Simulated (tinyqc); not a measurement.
Velocity against current: domain walls in a thin film with perpendicular anisotropy: Bloch, Neel and chiral walls, motion and stripe domains. Computed by tinyqc, a small Python program. Command: `OMP_NUM_THREADS=1 python tinyqc.py 3018487 3018488 out.jsonl mwall walk`. One thread of a shared host (Intel(R) Xeon(R) Processor @ 2.30GHz), about 0.01 s of CPU time with the checks.

One-dimensional wall: polar angle theta(x), azimuth phi of the moment in the wall (phi = 0 Neel, 90 degrees Bloch). mu_0 = 1.25663706212e-6 T m/A, gamma = 1.76085963023e11 rad/(s T).

Inputs (values chosen for the exercise, for a model film):
```
quantity                      value        unit
saturation magnetisation M_s   1060        kA/m
exchange stiffness A            8.9        pJ/m
uniaxial anisotropy K_u         961      kJ/m^3
DMI constant D                 0.32      mJ/m^2
thickness t                    0.83          nm
damping alpha                  0.36           -
current density J              0.19  1e12 A/m^2
spin Hall angle theta_SH      0.066           -
```

Drive: spin-orbit torque.

Constants: hbar = 1.054571817e-34 J s; e = 1.602176634e-19 C.

Method:
- K_eff = K_u - mu_0 M_s^2/2; Delta = sqrt(A/K_eff); sigma_0 = 4 sqrt(A K_eff); profile theta = 2 arctan exp(x/Delta); quality factor Q = 2 K_u/(mu_0 M_s^2).
- sigma(phi) = sigma_0 + 2 Delta K_D cos^2(phi) - pi D cos(phi), with the wall shape anisotropy K_D = N_x mu_0 M_s^2/2, N_x = t ln 2/(pi Delta). The minimum has cos(phi) = D/D_N for D < D_N = 4 Delta K_D/pi and phi = 0 beyond; sigma turns negative at D_c = (sigma_0 + 2 Delta K_D)/pi.
- Spin-orbit drive: B_SL = hbar theta_SH J/(2 e M_s t) acts as the field (pi/2) B_SL cos(phi). Steady state: v = (gamma Delta/alpha)(pi/2) B_SL cos(phi) = gamma Delta [B_D sin(phi) - (B_K/2) sin(2 phi)], B_K = 2 K_D/M_s, B_D = pi D/(2 M_s Delta); the root with phi between its rest value and 90 degrees; v saturates at v_D = gamma Delta B_D.

K_D = 21.8846 kJ/m^3

width parameter Delta = 5.90754 nm

azimuth phi = 0 degrees

saturation velocity v_D = 83.5004 m/s

Steady motion:
```
J (1e12 A/m^2)  B_SL (mT)  phi (degrees)  v (m/s)  v at fixed rest phi (m/s)
0.02                 0.49          3.159    2.238                       2.24
0.05                 1.23          7.792    5.551                       5.60
0.10                 2.47         14.939   10.827                      11.21
0.20                 4.94         26.452   20.065                      22.41
0.50                12.34         46.183   38.792                      56.03
1.00                24.69         60.825   54.625                     112.06
2.00                49.38         72.516   67.334                     224.12
5.00               123.44         82.114   76.873                     560.29
```

What does the comparison show, and why?

The linear law holds to 5 % in 3 of the eight rows; in the last row v is 92.1 % of v_D = pi gamma D/(2 M_s), which depends on neither alpha nor theta_SH. Caution: pinning, heating and tilting of the wall are left out.

Extremes, crossings and ranges named in words are read from the listed rows.
